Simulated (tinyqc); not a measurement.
Classical Heisenberg spin chain: exact results, Metropolis, heat-bath and over-relaxation steps, and a Monte Carlo run: one step, computed by the program tinyqc.

E = -J sum_i s_i . s_(i+1) for unit vectors s_i on an open chain; K = J/(k_B T).

Question. Finite chain. For N spins, <|sum s|^2>/N = (1 + u)/(1 - u) - 2 u (1 - u^N)/(N (1 - u)^2); the long chain has (1 + u)/(1 - u), chi over the Curie value, and the difference is relative to it.

Inputs (values chosen for the exercise, for a model chain of large moments): temperature T = 31.2 K; length N of the open chain = 16.

u = 0.7323159

chi over the Curie value = 6.471493

Give: <|sum s|^2>/N; difference from the long chain.

Answer.

<|sum s|^2>/N = 5.2027

difference from the long chain = -19.605 %
